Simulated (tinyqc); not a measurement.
# Tail temperature from the power law

Problem. When tail states hold most of the charge, the linear current goes as I = A (Vg - VT)^g with g = 2 Tt/T - 1. Find g, Tt and the tail width kB Tt.

Inputs (values chosen for the exercise):

| symbol | value | unit | meaning |
|---|---|---|---|
| T | 250 | K | temperature |

Constants: q = 1.602176634e-19 C, kB = 1.380649e-23 J/K, Vt = kB T/q. Results are converted to the units shown.

I at Vg - VT = 21 and 32 V (nA): 1105.3528  2205.5008

Solution. g is the slope of ln I against ln(Vg - VT).

g = 1.640
Tt = 330.0 K
kB Tt = 28.44 meV

Computed by the program tinyqc: `OMP_NUM_THREADS=1 python tinyqc.py 2610021 2610022 out.jsonl`, one thread of a shared Intel Xeon 2.30GHz, about 0.02 s for the whole run.
